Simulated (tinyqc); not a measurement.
# FinFET, parasitic resistance, capacitance and delay: effects of single changes

Nf fins under one contact; each has gated perimeter p = 2 Hf + Wf and cross-section A = Hf Wf; contact width Wc = Nf pf, stack height Hs = Hf. Contact length Lc = CPP - Lg - 2 Lsp, shared by two neighbouring gates. Source and drain sides are equal. The formulas are first-order estimates, not field solutions.

Values chosen for this exercise; values close to those of silicon logic devices:
```
symbol    value        unit                                  meaning
T           300           K                              temperature
Nf            3                                       number of fins
Hf           50          nm                               fin height
Wf            8          nm                                fin width
pf           27          nm                                fin pitch
CPP          70          nm                     contacted gate pitch
Lg           14          nm                              gate length
Lsp           8          nm                            spacer length
ks          5.5                  relative permittivity of the spacer
Hc           25          nm      gate height above the channel stack
rc        5e-10    ohm cm^2                      contact resistivity
re      0.00022      ohm cm  resistivity of the source-drain epitaxy
te           15          nm    current-carrying depth of the epitaxy
rx       0.0013      ohm cm             resistivity of the extension
Lov         0.5          nm                             gate overlap
Cinv        3.1     uF/cm^2                    inversion capacitance
vx        1.4e7        cm/s                       injection velocity
mu          260  cm^2/(V s)                        apparent mobility
VT          0.2           V          threshold at zero drain voltage
dl        0.071         V/V                         barrier lowering
n          1.09                                  subthreshold factor
Cw         0.07          fF                                wire load
Vdd         0.6           V                           supply voltage
```

Constants: q = 1.602176634e-19 C, kB = 1.380649e-23 J/K, eps0 = 8.8541878128e-12 F/m, Vt = kB T/q. Results are converted to the units shown.

Each table varies one quantity; the others keep the values above.

## Effect of the fin pitch

Epitaxy sheet resistance Rsh = re/te, transfer length LT = sqrt(rc/Rsh), contact Rc = [sqrt(rc Rsh)/Wc] coth(Lc/(2 LT)); extension of one fin Rx = rx Lsp/A. With N fins: gate Cg = Cinv p N Lg; per side, plate Cp = ks eps0 [Wc (Hs + Hc) - N A]/Lsp, top fringe Cf = (2/pi) ks eps0 Wc ln(1 + Lg/(2 Lsp)), overlap Co = Cinv p N Lov. One fin: I = p Q vx u/(1 + |u|^1.8)^(1/1.8), Q = Cinv n Vt ln(1 + exp((Vg' - VT + dl Vd')/(n Vt))), u = Vd' mu/(vx Lg), Vg' = Vgs - v, Vd' = Vds - 2 v, with the drop on each side v = Rc (sum of I) + Rx I. Ieff = [I(Vgs = Vdd, Vds = Vdd/2) + I(Vdd/2, Vdd)]/2, total currents. With Cs = Cp + Cf + Co, the load of an inverter of two such devices driving an equal one is CL = 2 (Cg + 2 Cs) + 4 Cs + Cw (own drains counted twice for the Miller effect); delay CL Vdd/(2 Ieff).

The same in every row: Rx/N (ohm) = 86.67.

Effect of the fin pitch:
```
pf (nm),Rc (ohm),Ieff (uA),CL (aF),delay (ps)
18,63.13,297.4,538.6,0.5434
22,51.65,303.0,584.3,0.5786
26,43.70,306.9,630.0,0.6158
30,37.88,309.9,675.7,0.6542
36,31.56,313.1,744.3,0.7131
44,25.83,316.1,835.7,0.7931
```

As pf goes from 18 to 44 nm, Ieff rises from 297 to 316 uA, CL rises from 539 to 836 aF and the delay rises from 0.543 to 0.793 ps.

## Effect of the wire load

Same model as above.

The same in every row: Rc (ohm) = 42.09; Rx/N (ohm) = 86.67; Ieff (uA) = 307.8.

Effect of the wire load:
```
Cw (fF),CL (aF),delay (ps)
0.02,591.4,0.5765
0.043,614.4,0.5990
0.093,664.4,0.6477
0.2,771.4,0.7520
0.43,1001,0.9762
0.93,1501,1.464
2,2571,2.507
```

As Cw goes from 0.02 to 2 fF, Ieff stays at 308 uA, CL rises from 591 to 2570 aF and the delay rises from 0.577 to 2.51 ps.

## Effect of the relative permittivity of the spacer

Same model as above.

The same in every row: Rc (ohm) = 42.09; Rx/N (ohm) = 86.67; Ieff (uA) = 307.8.

Effect of the relative permittivity of the spacer:
```
ks,CL (aF),delay (ps)
1,436.9,0.4259
2,482.3,0.4702
3,527.8,0.5145
4,573.2,0.5588
5.5,641.4,0.6253
7,709.6,0.6917
```

What does the comparison show?

As ks goes from 1 to 7, Ieff stays at 308 uA, CL rises from 437 to 710 aF and the delay rises from 0.426 to 0.692 ps.

Numbers from tinyqc (`OMP_NUM_THREADS=1 python tinyqc.py 2170154 2170155 out.jsonl`; about 0.04 s on one thread of a shared Intel Xeon 2.30GHz).
